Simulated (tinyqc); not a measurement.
Inside a calculation: averaged masses of warped heavy- and light-hole bands. Values are carried at full precision from step to step, so a last printed digit may differ when a step is redone from the rounded ones.

Constants: Ry = 13.60569312 eV; a0 (Bohr radius) = 0.5291772105 angstrom; kB = 8.617333262e-05 eV/K; hbar^2/2m0 = 3.80998211 eV angstrom^2.

Inputs chosen for the exercise (near those of InP; not measured data): g1 = 5.12 (Luttinger gamma1); g2 = 1.6 (gamma2); g3 = 2.1 (gamma3); eps = 12.39 (dielectric constant); mso = 0.209 m0 (split-off mass); Dso = 0.106 eV (spin-orbit splitting); T = 400 K (temperature).

## Other forms of the parameters

Dresselhaus-Kip-Kittel form E = c [A k^2 -/+ sqrt(B^2 k^4 + C^2 (kx^2 ky^2 + ky^2 kz^2 + kz^2 kx^2))] with A = g1, B = 2 g2, C^2 = 12 (g3^2 - g2^2). Spherical form: mu = (6 g3 + 4 g2)/(5 g1), delta = (g3 - g2)/g1, masses 1/(g1 (1 -/+ mu)). Effective rydberg R* = Ry/(g1 eps^2) and radius a* = a0 g1 eps.

A, B, |C|: 5.120  3.200  4.712

mu, delta: 0.7422  0.0977

spherical masses, heavy and light (m0): 0.7576  0.1121

R* = 17.31 meV
a* = 33.6 angstrom

delta/mu = 0.13 measures the warping against the spherical splitting.

## Masses along six directions

Four-band hole energies E = c k^2 f(u), c = hbar^2/2m0, f = g1 -/+ 2 sqrt(g2^2 + 3 (g3^2 - g2^2) s), s = ux^2 uy^2 + uy^2 uz^2 + uz^2 ux^2 for the unit vector u; minus for heavy, plus for light holes; the mass along u is 1/f.

Give s and both masses.

Masses (m0):
```
direction        s   heavy   light
[100]      0.00000  0.5208  0.1202
[110]      0.25000  0.8723  0.1100
[111]      0.33333  1.0870  0.1073
[210]      0.16000  0.7111  0.1132
[221]      0.29630  0.9813  0.1084
[321]      0.25000  0.8723  0.1100
```

The heavy mass grows by a factor of 2.09 from [100] to [111] while the light one shrinks by 11 %; 1/m_heavy + 1/m_light = 2 g1 in every direction.

## Density-of-states masses from three directions

m_d^(3/2) is the angular mean of m(u)^(3/2). The rule mean = (10 F[100] + 16 F[110] + 9 F[111])/35 is exact for cubic harmonics up to sixth order. Total m_d = (m_h^(3/2) + m_l^(3/2))^(2/3).

m^(3/2):
```
direction    heavy    light
[100]      0.37588  0.04167
[110]      0.81476  0.03647
[111]      1.13323  0.03515
```

m_d heavy, light (m0): 0.8410  0.1123

total = 0.8681 m0
share of light holes = 4.7 %

## Averages on a grid

Grid: n x n midpoints in cos(theta) from 0 to 1 and phi from 0 to pi/2, equal weights. m_d = <f^(-3/2)>^(2/3). Conductivity mass for one scattering time: 1/m_c = <|w|^2 f^(-5/2)>/<f^(-3/2)> with w = grad_k(k^2 f)/(2 k), that is |w|^2 = f^2 + |angular gradient of f|^2/4.

Use n = 40.

m_d heavy, light (m0): 0.8069  0.1119

m_c heavy, light (m0): 0.6873  0.1115

The three-direction rule differs from the grid by +4.23 % for heavy holes. Warping makes m_c of the heavy holes 15 % smaller than m_d; on a sphere the two are equal.

## Effective density of states

Nv = 2 (kT/(4 pi c))^(3/2) [m_h^(3/2) + m_l^(3/2) + mso^(3/2) exp(-Dso/kT)], c = hbar^2/2m0, parabolic bands, m_h and m_l the density-of-states masses from the grid; 1 angstrom^-3 = 1e24 cm^-3.

prefactor = 3.8635e+19 cm^-3

the three terms: 0.72476  0.03745  0.00441

Nv = 2.962e+19 cm^-3

shares (%): 94.5  4.9  0.6

kT/Dso = 0.33: thermal holes reach energies comparable with Dso, where the four-band form fails and the true Nv is larger.

## Checks

- m_d and m_c of heavy holes for g2 = g3 against 1/(g1 - 2 g3): they agree to 1e-10 or better.
- m_d of heavy holes on grids of 40 and 160: 0.8069 against 0.8068.

(tinyqc, `OMP_NUM_THREADS=1 python tinyqc.py 1051411 1051412 out.jsonl`, Intel(R) Xeon(R) Processor @ 2.30GHz, 1 thread, shared host, about 0.03 s.)
